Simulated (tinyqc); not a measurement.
# A barrier in a uniform field, exact transmission by Airy functions: effects of single changes

The left lead has its band edge at 0, the barrier edge falls as U(x) = U0 - F x with F = V/d for 0 < x < d, and the right lead has its edge at -V. No transverse momentum; C = hbar^2/(2 m0); psi and psi'/m are continuous. M carries (psi, psi'/m) across the barrier.

Parameters, values chosen for the exercise; masses and offsets close to those of GaN wells and AlGaN barriers:
```
symbol  value  unit                     meaning
mL       0.19    m0       mass in the left lead
U0        0.6    eV       barrier edge at x = 0
m1       0.27    m0         mass in the barrier
E       0.297    eV             electron energy
d           3    nm               barrier width
V        0.13     V  voltage across the barrier
mR       0.19    m0      mass in the right lead
```

Constants: q = 1.602176634e-19 C, hbar = 1.054571817e-34 J s, m0 = 9.1093837015e-31 kg, hbar^2/(2 m0) = 0.0380998212 eV nm^2. Results are converted to the units shown.

Each table varies one quantity; the others keep the values above.

## Effect of the emitter mass

Energy scale e = (C F^2/m1)^(1/3), z(x) = (U(x) - E)/e, s = (dz/dx)/m1 = -F/(e m1); v = k/m in a lead. With a = Ai, a' = Ai', b = Bi, b' = Bi' at z1 (left edge) and z2 (right edge): M11 = pi (a2 b1' - b2 a1'), M12 = (pi/s)(b2 a1 - a2 b1), M21 = pi s (a2' b1' - b2' a1'), M22 = pi (b2' a1 - a2' b1). With M acting on (psi, psi'/m) and v = k/m in each lead, T(E) = 4 vL vR/[(vL vR M12 - M21)^2 + (vR M11 + vL M22)^2]. WKB: exp(-S), S = (4/(3 F)) sqrt(m1/C) [max(U0 - E, 0)^1.5 - max(U0 - F d - E, 0)^1.5].

The same in every row: exp(-S) = 4.232e-4.

Effect of the emitter mass:
```
mL (m0)  vL (1/nm)  T(E), exact  ratio
0.051        12.36     0.001040  2.458
0.09         9.307     0.001235  2.919
0.16         6.980     0.001384  3.271
0.28         5.276     0.001438  3.398
0.5          3.948     0.001379  3.258
0.89         2.960     0.001226  2.897
1.6          2.207     0.001023  2.416
```

Read the table: what changes, and by how much?

WKB does not see the lead: exp(-S) stays at 4.23e-4. The ratio of exact to WKB goes from 2.46 through a maximum of 3.40 (at mL = 0.28 m0 among the rows listed) to 2.42; K/m1 at the left edge is 5.43 1/nm, and vL passes from 12.4 to 2.21 1/nm. The match at the entrance is best where vL is near K/m1.

## Effect of the width at fixed voltage

Same model as above.

Effect of the width at fixed voltage:
```
d (nm)  T(E), exact   exp(-S)  ratio
1.5         0.06743   0.02057  3.278
2           0.01879  0.005637  3.333
2.4        0.006684  0.002001  3.340
2.9        0.001830  5.483e-4  3.338
3.4        5.006e-4  1.502e-4  3.332
3.9        1.369e-4  4.116e-5  3.327
4.3        4.856e-5  1.461e-5  3.323
4.8        1.329e-5  4.004e-6  3.319
```

Read the table: what changes, and by how much?

The exact T(E) falls from 0.0674 to 1.33e-5, on average 1.12 decades a nanometre; WKB loses 1.12, the same in every interval because S is proportional to d at fixed V. The ratio lies between 3.28 and 3.34.

Range of the model: Masses are held fixed, although real bands cease to be parabolic a few tenths of an eV from their edges.

Numbers from tinyqc (`OMP_NUM_THREADS=1 python tinyqc.py 2580104 2580105 out.jsonl`; about 0.01 s on one thread of a shared Intel Xeon 2.30GHz).
